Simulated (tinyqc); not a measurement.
Worked calculation: one-electron ion in a basis of Gaussians. One step of it, computed by the program tinyqc.

Task: Matrices over normalised Gaussians. With p = a_i + a_j and I(k) = Gamma((k+1)/2) / (2 p^((k+1)/2)): S = I(2l+2), T = (2l+3) a_i a_j S / p, V = -Z I(2l+1), each divided by sqrt(S_ii S_jj).

exponents of r^l exp(-a r^2) (1/bohr^2): 5.093000  23.040000  104.300000  471.700000  2134.000000

Z = 6

l = 0

Give: S; T; V.

Result:

S:
```
        1       2       3       4       5
1  1.0000  0.6758  0.2735  0.0932  0.0304
2  0.6758  1.0000  0.6756  0.2736  0.0932
3  0.2735  0.6756  1.0000  0.6759  0.2737
4  0.0932  0.2736  0.6759  1.0000  0.6758
5  0.0304  0.0932  0.2737  0.6758  1.0000
```

T (hartree):
```
        1        2         3         4          5
1  7.6395   8.4562    3.9847    1.4092     0.4639
2  8.4562  34.5600   38.2469   18.0295     6.3746
3  3.9847  38.2469  156.4500  173.1900    81.6504
4  1.4092  18.0295  173.1900  707.5500   783.1784
5  0.4639   6.3746   81.6504  783.1784  3201.0000
```

V (hartree):
```
          1         2          3          4          5
1  -21.6077  -24.2676   -19.3689   -13.7816    -9.5290
2  -24.2676  -45.9582   -51.6133   -41.1989   -29.3124
3  -19.3689  -51.6133   -97.7830  -109.8225   -87.6682
4  -13.7816  -41.1989  -109.8225  -207.9478  -233.5458
5   -9.5290  -29.3124   -87.6682  -233.5458  -442.3016
```
